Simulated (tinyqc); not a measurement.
Deep trap from a strong local potential in a two-band host (Koster-Slater model with semi-elliptic bands). From one set of inputs to another, one input at a time. Computed by tinyqc, a small Python program. Command: `OMP_NUM_THREADS=1 python tinyqc.py 3007038 3007039 out.jsonl deeptrap ladder`. One thread of a shared host (Intel(R) Xeon(R) Processor @ 2.30GHz), about 0.03 s of CPU time with the checks.

The valence band spans -2 W_v to 0 and the conduction band E_g to E_g + 2 W_c. The orbital at the impurity site has weight f_v in the valence band and 1 - f_v in the conduction band, each spread as a semi-ellipse (2/(pi W^2)) sqrt(W^2 - x^2) about the band centre. The impurity adds U to this orbital. Spin is left out.

The inputs printed are set A. Inputs not listed in the table keep their values of set A, so the rows need not describe a real material.

Inputs (values chosen for the exercise, with a gap close to that of InP):
```
quantity,value,unit
gap E_g,1.34,eV
half-width of the valence band W_v,3.7,eV
half-width of the conduction band W_c,2.2,eV
valence weight f_v of the site orbital,0.45,-
impurity potential U,-7.11,eV
```

Impurity: attractive, donor-like.

Method:
- In the gap G(E) = f_v (2/W_v^2)[x - sqrt(x^2 - W_v^2)] - (1 - f_v)(2/W_c^2)[y - sqrt(y^2 - W_c^2)], x = E + W_v, y = E_g + W_c - E.
- G falls across the gap from G(0) to G(E_g). A repulsive U binds if U > 1/G(0), an attractive one if U < 1/G(E_g); the vacancy level (U infinite) solves G(E) = 0 (bisection).
- The trap level solves G(E) = 1/U (bisection). With D = -dG/dE = D_v + D_c, D_v = f_v (2/W_v^2)[x/sqrt(x^2 - W_v^2) - 1] and D_c = (1 - f_v)(2/W_c^2)[y/sqrt(y^2 - W_c^2) - 1], the weight on the impurity orbital is 1/(U^2 D) and the conduction-band character is D_c/D.

Each row keeps all changes above it:
```
input moved,from,to,trap level E_t (eV),weight on the impurity orbital,vacancy level (eV)
set A,-,-,0.8780,0.088989,0.1454
valence weight f_v of the site orbital,0.45,0.56,1.1954,0.051090,0.5567
half-width of the valence band W_v (eV),3.7,2.6,1.2631,0.033983,0.7958
impurity potential U (eV),-7.11,-13.2,1.1028,0.018652,0.7958
gap E_g (eV),1.34,5.79,4.7221,0.075897,3.3092
half-width of the conduction band W_c (eV),2.2,4.7,5.6398,0.044014,4.2459
```

Trap level E_t goes from 0.878 to 5.64, a factor 6.42 in all. The largest single move comes from gap E_g (a factor 4.28). Weight on the impurity orbital goes from 0.0890 to 0.0440, a factor 0.495 in all. The largest single move comes from gap E_g (a factor 4.07), but it runs against the net change; the largest move in the direction of the net change is impurity potential U (a factor 0.549). Vacancy level goes from 0.145 to 4.25, a factor 29.2 in all. The largest single move comes from gap E_g (a factor 4.16). The single moves hold for this order of the switches; the total does not depend on the order.

Extremes, crossings and ranges named in words are read from the listed rows.
